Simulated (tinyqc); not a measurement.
Three-level Kane dispersion of a narrow-gap semiconductor: sweeps and comparisons. A value that a table varies takes the place of the one given here.

Zero of energy at Gamma8, c = hbar^2/2m0, P^2 = Ep c. The free-electron term and remote bands are left out, so the heavy holes are flat at E = 0 and the other three bands obey E (E - Eg)(E + Dso) = P^2 k^2 (E + 2 Dso/3). The conduction band is the highest root; its edge is Ec = max(Eg, 0).

Degenerate electrons at T = 0: kF = (3 pi^2 n)^(1/3), 1 cm^-3 = 1e-24 angstrom^-3; EF is the highest root at kF. The momentum (cyclotron, optical) mass is m(E) = hbar^2 k/(dE/dk) = c d(k^2)/dE with d(k^2)/dE = k^2 [1/E + 1/(E - Eg) + 1/(E + Dso) - 1/(E + 2 Dso/3)]; the density of states is k d(k^2)/dE/(2 pi^2).

Edge mass m0* = Eg (Eg + Dso)/(Ep (Eg + 2 Dso/3)).
Constants: hbar^2/2m0 = 3.80998211 eV angstrom^2.

Parameters, chosen for this exercise (near those of InAs; not measured data): Eg = 0.41 eV (E(Gamma6) - E(Gamma8)); Dso = 0.38 eV (spin-orbit splitting); Ep = 21.6 eV (Kane energy); k = 0.024 1/angstrom (wave vector); n = 1.2e+16 cm^-3 (electron density).

## Filling the band

n from 1e15 to 1e19 cm^-3. The last column is the local power d ln(EF - Ec)/d ln n = kF^2/(1.5 (EF - Ec) d(k^2)/dE).

Results:
```
n (cm^-3)  kF (1/angstrom)  EF - Ec (meV)  parabolic (meV)   m(EF)  m(EF)/m0*  power
1.0e+15            0.00309            1.6              1.6  0.0228       1.01  0.664
1.0e+16            0.00667            7.4              7.5  0.0233       1.03  0.656
3.0e+16            0.00961           15.1             15.6  0.0241       1.07  0.646
1.0e+17            0.01436           32.4             34.8  0.0258       1.14  0.625
3.0e+17            0.02071           63.5             72.3  0.0289       1.28  0.595
1.0e+18            0.03094          126.5            161.3  0.0350       1.55  0.549
3.0e+18            0.04462          225.6            335.5  0.0445       1.97  0.504
1.0e+19            0.06665          402.3            748.7  0.0612       2.71  0.458
```

The power falls from 0.664 to 0.458: 2/3 marks a parabola, 1/3 a linear band. The parabola is within 10 % up to n = 1.0e+17 cm^-3. The mass has doubled by n = 1.0e+19 cm^-3 and ends at 2.7 times its edge value.

## Closing and inverting the gap

Eg is varied at fixed k, Dso and Ep. Edge mass: Eg (Eg + Dso)/(Ep (Eg + 2 Dso/3)) for Eg > 0, 3 |Eg|/(2 Ep) for Eg < 0. The Gamma6 weight of the conduction state is 1/(1 + P^2 k^2 [(2/3)/E^2 + (1/3)/(E + Dso)^2]).

Results:
```
Eg (eV)      m0*  highest root (eV)  middle (eV)  lowest (eV)  E - Ec (meV)  Gamma6 weight
-0.200   0.01389             0.1126      -0.2309      -0.4617         112.6          0.281
-0.100   0.00694             0.1462      -0.1871      -0.4391         146.2          0.394
-0.040   0.00278             0.1722      -0.1622      -0.4299         172.2          0.472
-0.010   0.00069             0.1869      -0.1507      -0.4262         186.9          0.512
0.010    0.00069             0.1974      -0.1435      -0.4240         187.4          0.538
0.040    0.00265             0.2142      -0.1332      -0.4209         174.2          0.577
0.100    0.00629             0.2510      -0.1150      -0.4159         151.0          0.649
0.200    0.01185             0.3210      -0.0913      -0.4097         121.0          0.747
```

The edge mass vanishes with |Eg| from both sides, yet the kinetic energy at this k stays finite, at most 187.4 meV in the table; at Eg = 0 the two-level form, without the split-off band, gives the linear value sqrt(2/3) P k = 177.8 meV. The Gamma6 weight of the conduction state goes smoothly from 0.28 to 0.75 and is 0.51 and 0.54 in the two rows next to Eg = 0: at finite k nothing jumps at the inversion.

## What each parameter does

Edge mass, EF - Ec and m(EF). Each row changes one parameter from the base and keeps the others.

Results:
```
case               m0* (m0)  EF - Ec (meV)  m(EF) (m0)
base                0.02261           8.30     0.02343
n = 2.4e+16 cm^-3   0.02261          13.05     0.02390
Eg = 0.4715 eV      0.02564           7.35     0.02636
Dso = 0.323 eV      0.02225           8.43     0.02308
Ep = 18.36 eV       0.02660           7.08     0.02742
```

The largest shifts from the base row, up to three for each result and ties (the steps differ in size, so this ranks the rows, not the parameters). m0* (m0): Ep +0.00399, Eg +0.00304, Dso -0.00036; unchanged at the printed digits by n. EF - Ec (meV): n +4.74, Ep -1.23, Eg -0.95. m(EF) (m0): Ep +0.00399, Eg +0.00293, n +0.00047.

Program tinyqc; command `OMP_NUM_THREADS=1 python tinyqc.py 1050094 1050095 out.jsonl`; about 0.01 s on one thread of a shared Intel(R) Xeon(R) Processor @ 2.30GHz.
